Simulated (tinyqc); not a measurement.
# Inductance and parasitic capacitance from two readings

Problem. A loss-free coil L in parallel with C shows the apparent inductance L/(1 - w^2 L C), w = 2 pi f. Find L, C and the self-resonance 1/(2 pi sqrt(L C)).

apparent inductance at 3.7 and 6.1 GHz (nH): [8.9557381, 16.255007]

Solution. The inverse of the reading is 1/L - w^2 C, a straight line in w^2.

L = 7.100 nH
C = 54.00 fF
self-resonance = 8.128 GHz

tinyqc, about 0.01 s, one thread, Intel Xeon 2.30GHz (shared host): `OMP_NUM_THREADS=1 python tinyqc.py 2302122 2302123 out.jsonl`
